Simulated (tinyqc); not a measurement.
Trap density from one capacitance.

Question. Traps spread evenly through the insulator exchange electrons with the semiconductor by tunnelling, with tau(x) = t0 exp(2 ka x) at depth x from the interface. The admittance per area Y seen at depth x obeys dY/dx = -Y^2/(i w eps0 eox) + q Nb ln(1 + i w tau)/tau, with Y(0) = i w Cs and w = 2 pi f; the gate sees Y(tox) = G + i w C. Working variable y = Y/(i w), in uF/cm^2. Cox = eps0 eox/tox. Find Nb and G/w.

Values chosen for this exercise: relative permittivity of the insulator eox = 3.84; insulator thickness tox = 11 nm; semiconductor capacitance in accumulation Cs = 4.6 uF/cm^2; decay constant of the wave function in the insulator ka = 4.1 1/nm; time constant of a trap at the interface t0 = 4e-10 s; frequency f = 1e6 Hz.

Constants: q = 1.602176634e-19 C, eps0 = 8.8541878128e-14 F/cm where lengths are in cm. Results are converted to the units shown.

C = 0.29009152 uF/cm^2

Answer. C rises steadily with Nb, so one density matches; in practice ka and t0 must come from the frequency dependence.

Nb = 3.200e18 cm^-3 eV^-1
G/w = 1.805e-4 uF/cm^2

Program tinyqc, `OMP_NUM_THREADS=1 python tinyqc.py 2202232 2202233 out.jsonl`; Intel Xeon 2.30GHz, shared host, one thread, about 0.7 s.
